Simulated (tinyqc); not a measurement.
Where the wafer is too thin: surface photovoltage measurement of the minority-carrier diffusion length in a wafer. Computed by tinyqc, a small Python program. Command: `OMP_NUM_THREADS=1 python tinyqc.py 3130269 3130270 out.jsonl spv walk`. One thread of a shared host (Intel(R) Xeon(R) Processor @ 2.30GHz), about 0.01 s of CPU time with the checks.

Low injection, steady light, a depletion layer much thinner than 1/alpha and L. The excess density dn is taken at the front edge of the neutral region; light that reaches the back is lost.

Inputs (values chosen for the exercise, modelled on p-type silicon at room temperature):
```
quantity                            value        unit
wafer thickness W                     625  micrometre
diffusivity D                        25.3      cm^2/s
front recombination velocity S_f    78000        cm/s
back recombination velocity S_b     30000        cm/s
photon flux entering              1.3e+12  1/(cm^2 s)
```

Method:
- alpha = (84.732/lambda - 76.417)^2 per cm with lambda in micrometre (an empirical fit for silicon between 0.7 and 1.05 micrometre).
- Thick wafer: dn = Phi L/((S_f + D/L)(L + 1/alpha)). Finite wafer, with s = S_b L/D, w = W/L, a = alpha L: dn = [Phi a/(a^2 - 1)] [a - B - exp(-alpha W)(a - s)/(cosh w + s sinh w)]/(S_f + B D/L), B = (sinh w + s cosh w)/(cosh w + s sinh w).
- Readings y = (Phi/dn) (1 + noise x g) at 780, 830, 880, 920, 950, 975 and 995 nm; a least-squares line y = c (1/alpha + L_app) gives L_app = intercept/slope.
- No noise; L is varied at fixed W, and the last two columns set S_b to 0 and to 1e7 cm/s.

Apparent length (micrometre):
```
L          W/L  given S_b  S_b = 0  S_b = 1e7
31.2    20.032      31.20     31.2      31.20
62.5    10.000      62.50     62.5      62.50
125.0    5.000     124.87    125.1     124.85
188.0    3.324     185.89    190.0     185.71
312.0    2.003     286.81    338.1     285.54
500.0    1.250     379.62    647.2     376.13
812.0    0.770     443.98   1396.4     438.23
1310.0   0.477     476.05   3034.8     468.94
2500.0   0.250     492.52   7352.9     484.66
```

What does the comparison show, and why?

With a fast back surface L_app levels off, at 485 micrometre in the last row; with a passive one it reaches up to 2.94 times L among these rows and is 7350 in the last. All three columns are within 5 % of L down to W/L = 3.3.

Extremes, crossings and ranges named in words are read from the listed rows.
